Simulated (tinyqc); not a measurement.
# MOS capacitor on a p-type substrate, surface potential from the exact charge relation: two studies

Uniform p-type substrate, Boltzmann statistics, full ionisation, classical densities. psi is the surface potential against the body (positive when the bands bend down) and u = psi/Vt. Traps are spread evenly over the gap and neutral at flat band, so their charge is -q Dit psi; the minority quasi-Fermi level is shifted by Vb.

Parameters, values chosen for the exercise; band and dielectric values close to those of silicon:
```
symbol    value         unit                                                                 meaning
T           325            K                                                             temperature
Eg         1.14           eV                                                                band gap
eps_r      11.7                                                                relative permittivity
Nc      3.19e19        cm^-3                                  conduction-band density of states at T
Nv      3.04e19        cm^-3                                     valence-band density of states at T
chi        4.07           eV                                                       electron affinity
N        2.7e15        cm^-3                                       acceptor density of the substrate
eox         3.9               relative permittivity of the gate insulator (close to silicon dioxide)
tox           6           nm                                                     insulator thickness
phiM       4.59           eV                                                      gate work function
Nf            0        cm^-2                            fixed charge at the interface, in units of q
Dit      1.6e10  cm^-2 eV^-1                                              density of interface traps
Vb            0            V                    reverse bias of the inversion layer against the body
```

Constants: q = 1.602176634e-19 C, kB = 1.380649e-23 J/K, Vt = kB T/q, eps0 = 8.8541878128e-14 F/cm where lengths are in cm. Results are converted to the units shown.

Each table varies one quantity; the others keep the values above.

## Capacitance-voltage curves

ni = sqrt(Nc Nv) exp(-Eg/(2 Vt)), Eg in volts; phiF = Vt ln(N/ni); Cox = eps0 eox/tox; Vfb = phiM - chi - (Eg - Vt ln(Nv/N)) - q Nf/Cox; Q0 = sqrt(2 eps0 eps_r q N Vt); r = (ni/N)^2 exp(-Vb/Vt); VT = Vfb + [(2 phiF + Vb)(1 + q Dit/Cox) + sqrt(2 eps0 eps_r q N (2 phiF + Vb))/Cox]. u = psi/Vt; F^2 = exp(-u) + u - 1 + r (exp(u) - u - 1); Qs = -sign(u) Q0 F; Cs = -dQs/dpsi = (Q0/Vt) |1 - exp(-u) + r (exp(u) - 1)|/(2 F). psi solves Vg = Vfb + psi + (q Dit psi - Qs)/Cox. Low frequency: 1/C_LF = 1/Cox + 1/(Cs + q Dit). High frequency, in the simple estimate in which traps and minority carriers do not follow: 1/C_HF = 1/Cox + 1/Cd, Cd being Cs with r = 0 at the same psi. Deep depletion: r = 0 and Dit = 0 both in the equation for psi and in Cs. Minority sheet density N_inv = (Q0/(2 q)) int_0^u r (exp(t) - 1)/F(t) dt for u > 0. N_inv under 1 cm^-2 is printed as 0. Regimes: accumulation when majority carriers gather, then depletion up to |psi| = phiF + Vb, weak inversion up to 2 phiF + Vb, strong inversion beyond.

Capacitance-voltage curves:
```
Vg (V)   psi (V)  C_LF/Cox  C_HF/Cox  C_deep/Cox  N_inv (cm^-2)            regime
-1.01    -0.2187    0.8855    0.8854      0.8856              0      accumulation
-0.7     -0.1678    0.7581    0.7579      0.7585              0      accumulation
-0.4    -0.03234    0.2532    0.2508      0.2510              0      accumulation
-0.1      0.2341   0.05815   0.05418     0.05406           7466         depletion
0.2       0.5199   0.04095   0.03576     0.03568        1.239e8    weak inversion
0.5       0.7502    0.6098   0.02970     0.02852       2.224e11  strong inversion
0.81      0.8215    0.8578   0.02837     0.02434       1.077e12  strong inversion
1.11      0.8541    0.9156   0.02782     0.02166       2.037e12  strong inversion
1.41      0.8752    0.9406   0.02748     0.01971       3.038e12  strong inversion
1.71      0.8908    0.9544   0.02724     0.01820       4.059e12  strong inversion
```

Read the table: what changes, and by how much?

C_LF/Cox is lowest, 0.0409, at Vg = 0.2 V (weak inversion) among the rows listed and is 0.954 in the last row, where C_HF/Cox is 0.0272 and the deep-depletion value 0.0182. Vfb = -0.359 V, where C_HF/Cox = 0.180 (Cox in series with eps0 eps_r/LD), and VT = 0.301 V. Over the last two rows psi moves by only 0.052 V a volt of gate bias, since the inversion charge screens the body. In strong accumulation and inversion degeneracy and confinement, left out here, lower the capacitance.

## Effect of the fixed charge at the interface on threshold and swing

ni = sqrt(Nc Nv) exp(-Eg/(2 Vt)), Eg in volts; phiF = Vt ln(N/ni); Cox = eps0 eox/tox; Vfb = phiM - chi - (Eg - Vt ln(Nv/N)) - q Nf/Cox; VT = Vfb + [(2 phiF + Vb)(1 + q Dit/Cox) + sqrt(2 eps0 eps_r q N (2 phiF + Vb))/Cox]. gamma = sqrt(2 eps0 eps_r q N)/Cox; Wm = sqrt(2 eps0 eps_r (2 phiF + Vb)/(q N)); m = 1 + (eps0 eps_r/Wm + q Dit)/Cox; swing m Vt ln 10; Cmin/Cox = 1/(1 + Cox Wm/(eps0 eps_r)).

The same in every row: 2 phiF (V) = 0.61611; gamma (V^0.5) = 0.052018; Wm (nm) = 543.22; m = 1.0376; swing (mV/decade) = 66.911; Cmin/Cox = 0.032073.

Effect of the fixed charge at the interface on threshold and swing:
```
Nf (cm^-2)   Vfb (V)    VT (V)
-4e11       -0.24738   0.41231
-2e11       -0.30305   0.35663
0           -0.35873   0.30096
2e11        -0.41441   0.24528
4e11        -0.47009   0.18960
6e11        -0.52576   0.13392
8e11        -0.58144  0.078247
```

As Nf goes from -4e11 to 8e11, VT falls from 0.412 to 0.0782 V, the swing stays at 66.9 mV/decade and Cmin/Cox stays at 0.0321. The whole change of VT is that of Vfb: the curve shifts rigidly.

Numbers from tinyqc (`OMP_NUM_THREADS=1 python tinyqc.py 2060055 2060056 out.jsonl`; about 0.01 s on one thread of a shared Intel Xeon 2.30GHz).
